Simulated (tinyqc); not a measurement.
p-n heterojunction, non-linear Poisson equation by Newton steps, Boltzmann statistics: two steps of the calculation.

One dimension, material 1 (p-type) at x < 0 and material 2 (n-type) at x > 0. Band edges: Ec = -psi in material 1 and -psi + dEc in material 2, Ev = Ec - Eg. Flat quasi-Fermi levels: 0 for holes, +V for electrons. n = Nc F((EFn - Ec)/Vt), p = Nv F((Ev - EFp)/Vt), with F(eta) = exp(eta) (Boltzmann statistics); full ionisation, no interface charge, classical densities; the doping types are chosen for the exercise.

Parameters, values chosen for the exercise; band and dielectric values those of a made-up pair: temperature T = 300 K; band gap of material 1 Eg1 = 1.51 eV; relative permittivity of material 1 er1 = 12.9; conduction-band density of states of material 1 Nc1 = 5.15e17 cm^-3; valence-band density of states of material 1 Nv1 = 9.13e18 cm^-3; band gap of material 2 Eg2 = 0.765 eV; relative permittivity of material 2 er2 = 16.3; conduction-band density of states of material 2 Nc2 = 2.15e17 cm^-3; valence-band density of states of material 2 Nv2 = 8.43e18 cm^-3; conduction-band offset Ec2 - Ec1 dEc = -0.46 eV; acceptor density of material 1 N1 = 4e17 cm^-3; donor density of material 2 N2 = 2.5e16 cm^-3; bias of side 1 against side 2 V = 0 V.

Constants: q = 1.602176634e-19 C, kB = 1.380649e-23 J/K, Vt = kB T/q, eps0 = 8.8541878128e-14 F/cm where lengths are in cm. Results are converted to the units shown.

Problem 1. Newton step. Solve the tridiagonal system a_(i-1) d_(i-1) + b_i d_i + a_i d_(i+1) = -F_i for nodes 1 to 9, with d = 0 on fixed nodes. Each component d is damped to sign(d) Vt ln(1 + |d|/Vt) before it is added.

coupling a_i, interval 0 to 9 (F/cm^2): [2.9362217e-7, 4.6620009e-7, 7.4168197e-7, 1.1836168e-6, 2.0904672e-6, 1.0892322e-6, 4.9766642e-7, 2.3018064e-7, 1.0534545e-7, 4.8268649e-8]
diagonal b, node 1 to 9 (F/cm^2): [-8.5605076e-6, -5.5582195e-6, -3.3826131e-6, -3.6154297e-6, -3.1856530e-6, -1.6071677e-6, -8.3978285e-7, -1.2704178e-6, -3.4665350e-6]
residual F, node 1 to 9 (C/cm^2): [-9.1902502e-11, -4.8012990e-9, -2.4424823e-8, 1.5692257e-6, -1.6248548e-6, 7.4452504e-9, 1.1454719e-8, 9.1456255e-9, 3.7811996e-10]
psi after iteration 1, node 0 to 10 (V): [-1.4291387, -1.4289480, -1.4258233, -1.4095842, -1.3840574, -0.5990253, -0.5875423, -0.5633989, -0.5286483, -0.5161275, -0.5156274]

Give: Newton step d, before damping; psi after iteration 2.

Solution 1.

Newton step d, before damping, node 1 to 9 (V): [0.00005, 0.00103, 0.01416, 0.06045, -0.65412, -0.53738, -0.31870, -0.05066, -0.00143]
psi after iteration 2, node 0 to 10 (V): [-1.4291, -1.4289, -1.4248, -1.3983, -1.3529, -0.6836, -0.6672, -0.6304, -0.5567, -0.5175, -0.5156]

Problem 2. Check against the first integral. Exact first integral: on each side D^2/(2 eps0 er) = G, G = q [Vt (nI_j - nI_b) + Vt (pI_j - pI_b) - C (psi_j - psi_b)], with C = -N1 or +N2, b the neutral end of that side, and nI, pI the densities themselves. D is continuous, so er1 G1(psi_j) = er2 G2(psi_j) fixes psi_j. Ends from Nv1 F((-psi_L - Eg1)/Vt) = N1 and Nc2 F((V + psi_R - dEc)/Vt) = N2. D is counted positive when psi rises towards material 2.

Wanted: psi_j; D; psi_j - psi_L; psi_R - psi_j; Ec1 - EFn at the interface; Ec2 - EFn at the interface.

Solution 2.

psi_j = -1.188 V
D = 177.6 nC/cm^2
psi_j - psi_L = 0.2412 V
psi_R - psi_j = 0.6723 V
Ec1 - EFn at the interface = 1.188 eV
Ec2 - EFn at the interface = 0.7280 eV

Material 2 takes 73.6 % of the bending.

Range of the model: At the interface a carrier density exceeds a fifth of the band density of states, where Boltzmann statistics overestimate it.

tinyqc, about 0.04 s, one thread, Intel Xeon 2.30GHz (shared host): `OMP_NUM_THREADS=1 python tinyqc.py 2040078 2040079 out.jsonl`
